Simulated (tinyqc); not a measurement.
Slater-Koster d bands of a bcc metal: one step. Second moment and the rectangular band. Five cases, with inputs chosen for the exercise.

Question. mu2 = z (dds^2 + 2 ddp^2 + 2 ddd^2)/5 per orbital, with z = 8 + 6 f2^2. A rectangular band with the same mu2 has width W = sqrt(12 mu2), Fermi level W (Nd/10 - 1/2) and bond energy -W Nd (10 - Nd)/20 (Friedel).

Give: mu2; W; Fermi level; bond energy per atom.

Case 1.

Values chosen (of the size met in Fe; the results hold for these values, not for the real material):
- dds = -0.749 eV (dd sigma)
- ddp = 0.517 eV (dd pi)
- ddd = -0.127 eV (dd delta)
- Nd = 7 (d electrons per atom)
- f2 = 0.487 (factor on all three integrals for second neighbours)

Answer.

mu2 = 2.1255 eV^2
W = 5.0504 eV
Fermi level = 1.0101 eV
bond energy per atom = -5.3029 eV

Case 2.

Values chosen (of the size met in Fe; the results hold for these values, not for the real material):
- dds = -0.646 eV (dd sigma)
- ddp = 0.258 eV (dd pi)
- ddd = -0.026 eV (dd delta)
- Nd = 6 (d electrons per atom)
- f2 = 0.487 (factor on all three integrals for second neighbours)

Answer.

mu2 = 1.0399 eV^2
W = 3.5326 eV
Fermi level = 0.3533 eV
bond energy per atom = -4.2391 eV

Case 3.

Values chosen (of the size met in Nb; the results hold for these values, not for the real material):
- dds = -1.13 eV (dd sigma)
- ddp = 0.531 eV (dd pi)
- ddd = -0.079 eV (dd delta)
- Nd = 4 (d electrons per atom)
- f2 = 0.487 (factor on all three integrals for second neighbours)

Answer.

mu2 = 3.4927 eV^2
W = 6.4740 eV
Fermi level = -0.6474 eV
bond energy per atom = -7.7688 eV

Case 4.

Values chosen (of the size met in Mo; the results hold for these values, not for the real material):
- dds = -1.203 eV (dd sigma)
- ddp = 0.553 eV (dd pi)
- ddd = -0.096 eV (dd delta)
- Nd = 5 (d electrons per atom)
- f2 = 0.487 (factor on all three integrals for second neighbours)

Answer.

mu2 = 3.9148 eV^2
W = 6.8540 eV
Fermi level = 0.0000 eV
bond energy per atom = -8.5675 eV

Case 5.

Values chosen (of the size met in Nb; the results hold for these values, not for the real material):
- dds = -1.251 eV (dd sigma)
- ddp = 0.525 eV (dd pi)
- ddd = -0.175 eV (dd delta)
- Nd = 4 (d electrons per atom)
- f2 = 0.57 (factor on all three integrals for second neighbours)

Answer.

mu2 = 4.3330 eV^2
W = 7.2108 eV
Fermi level = -0.7211 eV
bond energy per atom = -8.6530 eV

The bond energy is the attractive part alone; the repulsion between atoms, left out, cancels a large share of it in the cohesive energy.

Computed by tinyqc, one run a case: `OMP_NUM_THREADS=1 python tinyqc.py N N+1 out.jsonl` with N = 1451008, 1451619, 1451760, 1452075, 1452188; one thread of a shared Intel(R) Xeon(R) Processor @ 2.30GHz, about 0.06 s a run at most.
